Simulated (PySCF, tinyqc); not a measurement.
Worked calculation (part 1 of 2): RHF in the 6-31g basis, for H3-, spin multiplicity 1. The basis has no diffuse functions, so it cannot describe the extra electron: this is an exercise in the method, not the real anion. This run ends on a higher stationary point, not on the lowest solution. The lowest restricted solution is unstable here: a spin-polarised one lies 0.0785 hartree lower (PySCF). Computed by tinyqc, a small Python program that keeps every step (integrals from PySCF). Settings: charge = -1, multiplicity = 1, basis = 6-31g, energy threshold = 1e-08, iteration cap = 59, orthogonalisation = symmetric, start = random, DIIS depth = 6, damping = 0.5, method = RHF. Command: `OMP_NUM_THREADS=1 python tinyqc.py 20419 20420 out.jsonl` (the two numbers bound the seeds that draw the settings). One thread of a shared host (Intel(R) Xeon(R) Processor @ 2.60GHz), about 0.08 s of CPU time with the checks. Later iterations appear only in the table of the cycle.

## One-electron integrals

Geometry (angstrom):
```
atom         x         y         z
H     0.000000  0.000000  0.000000
H     0.000000  0.000000  1.252000
H     0.000000  1.084000  0.626000
```

Basis 6-31g: exponents (1/bohr^2) and contraction coefficients of normalised primitives:
```
element  l (shell)   exponent  coefficient
H            s (1)  18.731137     0.033495
H            s (1)   2.825394     0.234727
H            s (1)   0.640122     0.813757
H            s (2)   0.161278     1.000000
```

Overlap, kinetic and nuclear-attraction integrals over the contracted functions; the nuclear repulsion is the sum of Za Zb / Rab.

nuclear repulsion = 1.26815079 hartree

overlap S, lower triangle:
```
          1H 1s     1H 2s     2H 1s     2H 2s     3H 1s     3H 2s
1H 1s  1.000000
1H 2s  0.658292  1.000000
2H 1s  0.124839  0.315551  1.000000
2H 2s  0.315551  0.636743  0.658292  1.000000
3H 1s  0.124927  0.315635  0.124927  0.315635  1.000000
3H 2s  0.315635  0.636848  0.315635  0.636848  0.658292  1.000000
```

kinetic energy T (hartree), lower triangle:
```
           1H 1s     1H 2s      2H 1s     2H 2s     3H 1s     3H 2s
1H 1s   1.395678
1H 2s   0.259735  0.241917
2H 1s  -0.042730  0.063208   1.395678
2H 2s   0.063208  0.107685   0.259735  0.241917
3H 1s  -0.042705  0.063247  -0.042705  0.063247  1.395678
3H 2s   0.063247  0.107719   0.063247  0.107719  0.259735  0.241917
```

nuclear attraction V (hartree), lower triangle:
```
           1H 1s      1H 2s      2H 1s      2H 2s      3H 1s      3H 2s
1H 1s  -2.498553
1H 2s  -1.297481  -1.437718
2H 1s  -0.269559  -0.639858  -2.498553
2H 2s  -0.639858  -0.988092  -1.297481  -1.437718
3H 1s  -0.269768  -0.640054  -0.269768  -0.640054  -2.498630
3H 2s  -0.640035  -0.988257  -0.640035  -0.988257  -1.297531  -1.437772
```

core Hamiltonian H = T + V (hartree), lower triangle:
```
           1H 1s      1H 2s      2H 1s      2H 2s      3H 1s      3H 2s
1H 1s  -1.102875
1H 2s  -1.037746  -1.195802
2H 1s  -0.312289  -0.576650  -1.102875
2H 2s  -0.576650  -0.880407  -1.037746  -1.195802
3H 1s  -0.312473  -0.576807  -0.312473  -0.576807  -1.102952
3H 2s  -0.576788  -0.880538  -0.576788  -0.880538  -1.037796  -1.195855
```

## Two-electron integrals

Functions are numbered as in S; the eight-fold symmetry (ij|kl) = (ji|kl) = (kl|ij) leaves the list below.

Two-electron integrals (ij|kl) in chemists' order, unique and non-zero (hartree):
```
(11|11) 1.076566   (21|11) 0.578470   (21|21) 0.329423   (22|11) 0.587396
(22|21) 0.361304   (22|22) 0.453150   (31|11) 0.091046   (31|21) 0.054367
(31|22) 0.063956   (31|31) 0.014180   (32|11) 0.156814   (32|21) 0.099769
(32|22) 0.133086   (32|31) 0.029299   (32|32) 0.074712   (33|11) 0.421088
(33|21) 0.274593   (33|22) 0.387957   (33|31) 0.091046   (33|32) 0.265857
(33|33) 1.076566   (41|11) 0.265857   (41|21) 0.152868   (41|22) 0.170254
(41|31) 0.029299   (41|32) 0.055467   (41|33) 0.156814   (41|41) 0.074712
(42|11) 0.331545   (42|21) 0.206916   (42|22) 0.268227   (42|31) 0.045600
(42|32) 0.105265   (42|33) 0.331545   (42|41) 0.105265   (42|42) 0.183726
(43|11) 0.274593   (43|21) 0.177950   (43|22) 0.249214   (43|31) 0.054367
(43|32) 0.152868   (43|33) 0.578470   (43|41) 0.099769   (43|42) 0.206916
(43|43) 0.329423   (44|11) 0.387957   (44|21) 0.249214   (44|22) 0.346991
(44|31) 0.063956   (44|32) 0.170254   (44|33) 0.587396   (44|41) 0.133086
(44|42) 0.268227   (44|43) 0.361304   (44|44) 0.453150   (51|11) 0.091119
(51|21) 0.054409   (51|22) 0.064004   (51|31) 0.010827   (51|32) 0.021238
(51|33) 0.059714   (51|41) 0.027151   (51|42) 0.040674   (51|43) 0.038458
(51|44) 0.052299   (51|51) 0.014200   (52|11) 0.156879   (52|21) 0.099808
(52|22) 0.133133   (52|31) 0.021231   (52|32) 0.047694   (52|33) 0.141471
(52|41) 0.050804   (52|42) 0.089643   (52|43) 0.091072   (52|44) 0.125135
(52|51) 0.029328   (52|52) 0.074753   (53|11) 0.059714   (53|21) 0.038458
(53|22) 0.052299   (53|31) 0.010827   (53|32) 0.027151   (53|33) 0.091119
(53|41) 0.021238   (53|42) 0.040674   (53|43) 0.054409   (53|44) 0.064004
(53|51) 0.010834   (53|52) 0.027157   (53|53) 0.014200   (54|11) 0.141471
(54|21) 0.091072   (54|22) 0.125135   (54|31) 0.021231   (54|32) 0.050804
(54|33) 0.156879   (54|41) 0.047694   (54|42) 0.089643   (54|43) 0.099808
(54|44) 0.133133   (54|51) 0.027157   (54|52) 0.072853   (54|53) 0.029328
(54|54) 0.074753   (55|11) 0.421163   (55|21) 0.274639   (55|22) 0.388005
(55|31) 0.059682   (55|32) 0.141442   (55|33) 0.421163   (55|41) 0.141442
(55|42) 0.269782   (55|43) 0.274639   (55|44) 0.388005   (55|51) 0.091119
(55|52) 0.265932   (55|53) 0.091119   (55|54) 0.265932   (55|55) 1.076566
(61|11) 0.265932   (61|21) 0.152911   (61|22) 0.170300   (61|31) 0.027137
(61|32) 0.050797   (61|33) 0.141454   (61|41) 0.072834   (61|42) 0.101351
(61|43) 0.091063   (61|44) 0.125126   (61|51) 0.029328   (61|52) 0.055502
(61|53) 0.021243   (61|54) 0.050815   (61|55) 0.156879   (61|61) 0.074753
(62|11) 0.331614   (62|21) 0.206958   (62|22) 0.268278   (62|31) 0.040652
(62|32) 0.089629   (62|33) 0.269799   (62|41) 0.101344   (62|42) 0.170824
(62|43) 0.172012   (62|44) 0.234810   (62|51) 0.045640   (62|52) 0.105313
(62|53) 0.040679   (62|54) 0.101369   (62|55) 0.331614   (62|61) 0.105313
(62|62) 0.183787   (63|11) 0.141454   (63|21) 0.091063   (63|22) 0.125126
(63|31) 0.027137   (63|32) 0.072834   (63|33) 0.265932   (63|41) 0.050797
(63|42) 0.101351   (63|43) 0.152911   (63|44) 0.170300   (63|51) 0.021243
(63|52) 0.050815   (63|53) 0.029328   (63|54) 0.055502   (63|55) 0.156879
(63|61) 0.047701   (63|62) 0.089651   (63|63) 0.074753   (64|11) 0.269799
(64|21) 0.172012   (64|22) 0.234810   (64|31) 0.040652   (64|32) 0.101344
(64|33) 0.331614   (64|41) 0.089629   (64|42) 0.170824   (64|43) 0.206958
(64|44) 0.268278   (64|51) 0.040679   (64|52) 0.101369   (64|53) 0.045640
(64|54) 0.105313   (64|55) 0.331614   (64|61) 0.089651   (64|62) 0.170848
(64|63) 0.105313   (64|64) 0.183787   (65|11) 0.274639   (65|21) 0.177977
(65|22) 0.249242   (65|31) 0.038437   (65|32) 0.091053   (65|33) 0.274639
(65|41) 0.091053   (65|42) 0.172000   (65|43) 0.177977   (65|44) 0.249242
(65|51) 0.054409   (65|52) 0.152911   (65|53) 0.054409   (65|54) 0.152911
(65|55) 0.578470   (65|61) 0.099808   (65|62) 0.206958   (65|63) 0.099808
(65|64) 0.206958   (65|65) 0.329423   (66|11) 0.388005   (66|21) 0.249242
(66|22) 0.347020   (66|31) 0.052268   (66|32) 0.125107   (66|33) 0.388005
(66|41) 0.125107   (66|42) 0.234788   (66|43) 0.249242   (66|44) 0.347020
(66|51) 0.064004   (66|52) 0.170300   (66|53) 0.064004   (66|54) 0.170300
(66|55) 0.587396   (66|61) 0.133133   (66|62) 0.268278   (66|63) 0.133133
(66|64) 0.268278   (66|65) 0.361304   (66|66) 0.453150
```

## Orthogonalisation

S = U s U^T; symmetric (Loewdin) form X = U s^(-1/2) U^T, so that X^T S X = 1.

eigenvalues of S: 0.191399  0.191444  0.374309  1.046762  1.046974  3.149113

X, lower triangle:
```
           1H 1s      1H 2s      2H 1s      2H 2s      3H 1s     3H 2s
1H 1s   1.258894
1H 2s  -0.515287   1.649053
2H 1s   0.018867   0.008795   1.258894
2H 2s   0.008795  -0.373720  -0.515287   1.649053
3H 1s   0.018838   0.008796   0.018838   0.008796   1.258895
3H 2s   0.008783  -0.373896   0.008783  -0.373896  -0.515295  1.649193
```

## Starting guess

The start is random orthonormal orbitals; D = 2 C_occ C_occ^T.

D at the start, lower triangle:
```
           1H 1s      1H 2s      2H 1s      2H 2s      3H 1s     3H 2s
1H 1s   1.402187
1H 2s  -1.301382   1.865057
2H 1s  -0.402198  -0.915436   2.642324
2H 2s   0.164251   0.912967  -2.136198   1.746326
3H 1s  -0.201260   0.344211  -0.250944   0.231610   0.066593
3H 2s   1.782299  -2.596923   1.337354  -1.319482  -0.481627  3.617773
```

## Iteration 1: building the Fock matrix

J_ij = sum D_kl (ij|kl), K_ij = sum D_kl (ik|jl); F = H + J - 0.5 K; E = tr D H + tr D J / 2 - 0.25 tr D K + E_nn.

Coulomb J (hartree), lower triangle:
```
          1H 1s     1H 2s     2H 1s     2H 2s     3H 1s     3H 2s
1H 1s  2.214846
1H 2s  1.307737  1.612790
2H 1s  0.274866  0.656610  2.301789
2H 2s  0.646976  1.090140  1.334406  1.622452
3H 1s  0.249714  0.553276  0.252527  0.555396  1.693281
3H 2s  0.635607  1.046865  0.647846  1.053644  1.090492  1.505646
```

exchange K (hartree), lower triangle:
```
           1H 1s     1H 2s     2H 1s     2H 2s     3H 1s     3H 2s
1H 1s   1.139947
1H 2s   0.623614  0.439776
2H 1s  -0.061982  0.022237  1.031577
2H 2s   0.322582  0.263723  0.278583  0.266347
3H 1s   0.266141  0.207967  0.075945  0.184513  0.281127
3H 2s   0.470702  0.350413  0.191716  0.313146  0.371604  0.571579
```

Fock matrix F (hartree), lower triangle:
```
           1H 1s      1H 2s      2H 1s      2H 2s      3H 1s     3H 2s
1H 1s   0.541998
1H 2s  -0.041816   0.197101
2H 1s  -0.006433   0.068841   0.683125
2H 2s  -0.090965   0.077872   0.157368   0.293477
3H 1s  -0.195830  -0.127514  -0.097919  -0.113667   0.449765
3H 2s  -0.176532  -0.008880  -0.024800   0.016533  -0.133105  0.024002
```

total energy of this density = 1.16544760 hartree

This density is the starting one.

## Iteration 1: diagonalisation and new density

Diagonalise F' = X^T F X, C = X C', fill 2 alpha and 2 beta electrons from the bottom; D = 2 C_occ C_occ^T; the new density keeps 0.5 of the old one (damping). Each column has its largest component positive (the first on a tie).

F' = X^T F X (hartree), lower triangle:
```
           1          2          3          4          5         6
1   0.950873
2  -0.477630   0.612797
3   0.044920   0.058741   0.955601
4  -0.088230  -0.083065  -0.328208   0.639210
5  -0.098655  -0.048465  -0.038657  -0.063148   0.876937
6  -0.152216  -0.037858  -0.068908  -0.074711  -0.515967  0.395225
```

orbital energies (hartree): MO1 -0.062310, MO2 0.335050, MO3 0.472213, MO4 1.176125, MO5 1.206047, MO6 1.303520

coefficients C:
```
             MO1        MO2        MO3        MO4        MO5        MO6
1H 1s   0.256597   0.188571  -0.034994   0.118705  -0.180082   1.304628
1H 2s   0.008782   1.119585  -0.297622  -0.482554   0.452570  -1.218488
2H 1s   0.038440  -0.189032   0.234156  -1.280071   0.276218   0.210436
2H 2s  -0.027424   0.019028   1.170746   1.370253  -0.111955   0.051286
3H 1s   0.228590  -0.069487  -0.034129   0.285303   1.299939   0.147389
3H 2s   0.727242  -0.824812  -0.568339  -0.394840  -1.255648  -0.019038
```

D after iteration 1, lower triangle:
```
           1H 1s      1H 2s      2H 1s      2H 2s      3H 1s     3H 2s
1H 1s   0.802494
1H 2s  -0.437317   2.186075
2H 1s  -0.226881  -0.669017   1.358373
2H 2s   0.078677   0.477546  -1.072750   0.874277
3H 1s  -0.055078   0.096316  -0.103550   0.108214   0.090378
3H 2s   0.922222  -2.215522   0.852548  -0.695379  -0.017259  3.018082
```

## Iteration 2: building the Fock matrix

As before.

Coulomb J (hartree), lower triangle:
```
          1H 1s     1H 2s     2H 1s     2H 2s     3H 1s     3H 2s
1H 1s  2.196588
1H 2s  1.315464  1.638330
2H 1s  0.257520  0.586754  1.917992
2H 2s  0.639111  1.058942  1.161726  1.506415
3H 1s  0.258321  0.591413  0.244992  0.584907  1.887920
3H 2s  0.640584  1.071453  0.582138  1.036748  1.184087  1.568818
```

exchange K (hartree), lower triangle:
```
          1H 1s     1H 2s     2H 1s     2H 2s     3H 1s     3H 2s
1H 1s  1.161510
1H 2s  0.813725  0.730836
2H 1s  0.047984  0.116019  0.606799
2H 2s  0.408376  0.417389  0.255647  0.359118
3H 1s  0.272174  0.343328  0.165890  0.343606  0.657822
3H 2s  0.496092  0.519565  0.243931  0.458557  0.651156  0.790241
```

Fock matrix F (hartree), lower triangle:
```
           1H 1s      1H 2s      2H 1s      2H 2s      3H 1s      3H 2s
1H 1s   0.512958
1H 2s  -0.129145   0.077111
2H 1s  -0.078761  -0.047905   0.511718
2H 2s  -0.141727  -0.030160  -0.003843   0.131054
3H 1s  -0.190240  -0.157058  -0.150426  -0.163702   0.456057
3H 2s  -0.184251  -0.068868  -0.116616  -0.073068  -0.179286  -0.022158
```

total energy of this density = 0.13668444 hartree

This density is a damped mixture and is not idempotent.

## Iteration 2: DIIS over 2 matrices

error matrix X^T (FDS - SDF) X:
```
           1          2          3          4          5          6
1   0.000000   0.218189   0.302678  -0.009849   0.280249   0.390751
2  -0.218189   0.000000   0.325653  -0.237601  -0.200880  -0.325253
3  -0.302678  -0.325653   0.000000   0.048066   0.019847  -0.067271
4   0.009849   0.237601  -0.048066   0.000000  -0.040499  -0.161055
5  -0.280249   0.200880  -0.019847   0.040499   0.000000  -0.308170
6  -0.390751   0.325253   0.067271   0.161055   0.308170   0.000000
```

B (overlaps of the stored error matrices):
```
               1              2
1  4.3463520e+00  2.6313909e+00
2  2.6313909e+00  1.6179341e+00
```

Minimise |sum c_i e_i|^2 with sum c_i = 1: solve [B -1; -1 0][c; lambda] = [0; -1] with B_ij = tr e_i^T e_j, and take F = sum c_i F_i.

DIIS coefficients: -1.444691  2.444691

extrapolated F (hartree), lower triangle:
```
           1H 1s      1H 2s      2H 1s      2H 2s      3H 1s      3H 2s
1H 1s   0.471005
1H 2s  -0.255308  -0.096237
2H 1s  -0.183253  -0.216567   0.264087
2H 2s  -0.215063  -0.186233  -0.236744  -0.103596
3H 1s  -0.182164  -0.199740  -0.226283  -0.235987   0.465146
3H 2s  -0.195402  -0.155532  -0.249260  -0.202515  -0.246003  -0.088844
```

## Iteration 2: diagonalisation and new density

As before.

F' = X^T F X (hartree), lower triangle:
```
           1          2          3          4          5         6
1   1.036622
2  -0.700128   0.474596
3  -0.051320  -0.067558   0.680575
4  -0.066883  -0.122309  -0.501369   0.417801
5  -0.060197  -0.051715  -0.088239  -0.077886   1.015382
6  -0.047565  -0.066387  -0.110396  -0.140484  -0.673385  0.490551
```

orbital energies (hartree): MO1 -0.304369, MO2 0.114730, MO3 0.251019, MO4 1.066911, MO5 1.470698, MO6 1.516537

coefficients C:
```
            MO1        MO2        MO3        MO4        MO5        MO6
1H 1s  0.173166   0.208019  -0.072040  -0.051179   0.486898  -1.238169
1H 2s  0.221273   1.106286  -0.249985  -0.230742  -0.310682   1.333952
2H 1s  0.242750  -0.100504   0.249603  -1.310426  -0.051243   0.005163
2H 2s  0.281014  -0.258815   1.006453   1.396972   0.365771  -0.142462
3H 1s  0.188402  -0.128497  -0.175269  -0.064890   1.240727   0.474204
3H 2s  0.264238  -0.784692  -0.812090  -0.158099  -1.198032  -0.678077
```

D after iteration 2, lower triangle:
```
           1H 1s      1H 2s      2H 1s      2H 2s     3H 1s     3H 2s
1H 1s   0.474506
1H 2s   0.049787   2.365868
2H 1s  -0.092311  -0.391981   0.748215
2H 2s   0.034162   0.014630  -0.442147   0.583093
3H 1s  -0.021644  -0.052308   0.006874   0.140308  0.097196
3H 2s   0.343637  -1.917386   0.569282  -0.070345  0.141984  2.194604
```

## Iteration 3: building the Fock matrix

As before.

Coulomb J (hartree), lower triangle:
```
          1H 1s     1H 2s     2H 1s     2H 2s     3H 1s     3H 2s
1H 1s  2.169523
1H 2s  1.312187  1.649240
2H 1s  0.257792  0.587865  1.893719
2H 2s  0.638170  1.066483  1.162524  1.520378
3H 1s  0.258099  0.595045  0.248099  0.591300  1.909550
3H 2s  0.638164  1.074911  0.584396  1.044464  1.191398  1.568682
```

exchange K (hartree), lower triangle:
```
          1H 1s     1H 2s     2H 1s     2H 2s     3H 1s     3H 2s
1H 1s  1.128215
1H 2s  0.881208  0.873099
2H 1s  0.165089  0.292433  0.663000
2H 2s  0.460759  0.560173  0.466977  0.580339
3H 1s  0.222444  0.364093  0.282855  0.442592  0.722910
3H 2s  0.462934  0.579253  0.400610  0.597574  0.691539  0.821902
```

Fock matrix F (hartree), lower triangle:
```
           1H 1s      1H 2s      2H 1s      2H 2s      3H 1s      3H 2s
1H 1s   0.502541
1H 2s  -0.166164   0.016888
2H 1s  -0.137041  -0.135002   0.459344
2H 2s  -0.168860  -0.094011  -0.108711   0.034407
3H 1s  -0.165596  -0.163808  -0.205802  -0.206803   0.445144
3H 2s  -0.170092  -0.095253  -0.192697  -0.134861  -0.192167  -0.038124
```

total energy of this density = -0.49792290 hartree

This density is a damped mixture and is not idempotent.

## Iteration 3: DIIS over 3 matrices

error matrix X^T (FDS - SDF) X:
```
           1          2          3          4          5          6
1   0.000000   0.111288   0.166309  -0.008314   0.137838   0.203464
2  -0.111288   0.000000   0.173416  -0.129654  -0.109990  -0.168897
3  -0.166309  -0.173416   0.000000   0.048285   0.032789  -0.019275
4   0.008314   0.129654  -0.048285   0.000000  -0.021179  -0.097611
5  -0.137838   0.109990  -0.032789   0.021179   0.000000  -0.169470
6  -0.203464   0.168897   0.019275   0.097611   0.169470   0.000000
```

B (overlaps of the stored error matrices), lower triangle:
```
               1              2              3
1  4.3463520e+00
2  2.6313909e+00  1.6179341e+00
3  1.4021024e+00  8.6042992e-01  4.6098267e-01
```

As before.

DIIS coefficients: -0.192203  -0.670143  1.862346

extrapolated F (hartree), lower triangle:
```
           1H 1s      1H 2s      2H 1s      2H 2s      3H 1s      3H 2s
1H 1s   0.487976
1H 2s  -0.214872  -0.058107
2H 1s  -0.201201  -0.232548   0.381235
2H 2s  -0.202014  -0.169836  -0.230128  -0.080154
3H 1s  -0.143270  -0.175308  -0.263646  -0.253588   0.436942
3H 2s  -0.159365  -0.129536  -0.275953  -0.205369  -0.212151  -0.060765
```

## Iteration 3: diagonalisation and new density

As before.

F' = X^T F X (hartree), lower triangle:
```
           1          2          3          4          5         6
1   1.022720
2  -0.663270   0.487202
3  -0.070568  -0.083841   0.860348
4  -0.070698  -0.112001  -0.560223   0.484284
5  -0.032311  -0.041376  -0.117605  -0.112279   0.934110
6  -0.027393  -0.063002  -0.128821  -0.157660  -0.598485  0.489158
```

orbital energies (hartree): MO1 -0.284306, MO2 0.127269, MO3 0.350236, MO4 1.259702, MO5 1.353239, MO6 1.471682

coefficients C:
```
            MO1        MO2        MO3        MO4        MO5        MO6
1H 1s  0.157573   0.222510  -0.055372   0.095965  -0.092847  -1.325128
1H 2s  0.171558   1.104301  -0.307159   0.172241  -0.086056   1.372656
2H 1s  0.241716  -0.052741   0.193238   1.297289   0.257456   0.058388
2H 2s  0.323136  -0.261421   1.068693  -1.280889  -0.489414  -0.263534
3H 1s  0.203072  -0.141803  -0.160535   0.264008  -1.298718   0.087876
3H 2s  0.268742  -0.762827  -0.822911  -0.054561   1.353251  -0.315501
```

D after iteration 3, lower triangle:
```
           1H 1s      1H 2s      2H 1s     2H 2s     3H 1s     3H 2s
1H 1s   0.311593
1H 2s   0.297645   2.431847
2H 1s  -0.019803  -0.212764   0.435316
2H 2s   0.009830  -0.225936  -0.129179  0.464304
3H 1s  -0.010376  -0.147909   0.060002  0.172844  0.109944
3H 2s   0.044428  -1.754979   0.389833  0.251087  0.233737  1.751430
```
